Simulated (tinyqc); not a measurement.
Gain for each load and current direction: deformation-potential model of the L valleys of a conduction band.

Valleys with axes along [111], [1-1-1], [-11-1] and [-1-11], one whole valley each. Herring-Vogt shift of a valley with unit axis a: dE = Xd tr(e) + Xu a.e.a. Non-degenerate shares n_i = exp(-dE_i/kT)/sum_j exp(-dE_j/kT). Inverse mass tensor of a valley: (1 - a a)/mt + a a/ml; the masses are taken as independent of strain.

s11 = (C11 + C12)/((C11 - C12)(C11 + 2 C12)), s12 = -C12/((C11 - C12)(C11 + 2 C12)), s44 = 1/C44; exx = s11 sxx + s12 (syy + szz) and cyclic, exy = s44 sxy/2; tension is positive. A uniaxial stress X along the unit vector n is s_ij = X n_i n_j.

Constants: kB = 8.617333262e-05 eV/K.

Inputs chosen for the exercise (near those of Ge; not measured data):
- ml = 1.527 m0 (longitudinal mass)
- mt = 0.081 m0 (transverse mass)
- Xd = -6.79 eV (dilation potential)
- Xu = 15.47 eV (uniaxial potential)
- C11 = 125.8 GPa
- C12 = 47.1 GPa
- C44 = 67.3 GPa
- X1 = 0.4 GPa (size of the stress)
- T = 300 K (temperature)

Each load has the size X1. Gain m_c(0)/m_c - 1 in per cent from repopulation alone, m_c = 1/(u.M.u), M = sum_i n_i (inverse mass tensor); biaxial means sxx = syy.

Gain (%); + is tension, - compression:
```
load                [100]  [010]  [001]  [110]  [1-10]  [111]
uniaxial [110] (+)    0.0    0.0    0.0   24.5   -24.5   16.4
uniaxial [110] (-)    0.0    0.0    0.0  -24.5    24.5  -16.4
uniaxial [100] (+)    0.0    0.0    0.0    0.0     0.0    0.0
uniaxial [100] (-)    0.0    0.0    0.0    0.0     0.0    0.0
uniaxial [111] (+)    0.0    0.0    0.0   11.4   -11.4   22.9
uniaxial [111] (-)    0.0    0.0    0.0  -22.6    22.6  -45.3
biaxial (001) (+)     0.0    0.0    0.0    0.0     0.0    0.0
biaxial (001) (-)     0.0    0.0    0.0    0.0     0.0    0.0
```

The largest gain is +24.5 %, for uniaxial [110] (+) with the current along [110] and uniaxial [110] (-) with the current along [1-10]; for a [110] channel it is +24.5 %, under uniaxial [110] (+). No gain or loss appears under biaxial (001) and uniaxial [100]: the valleys stay equivalent.

Program tinyqc; command `OMP_NUM_THREADS=1 python tinyqc.py 1081235 1081236 out.jsonl`; about 0.02 s on one thread of a shared Intel(R) Xeon(R) Processor @ 2.30GHz.
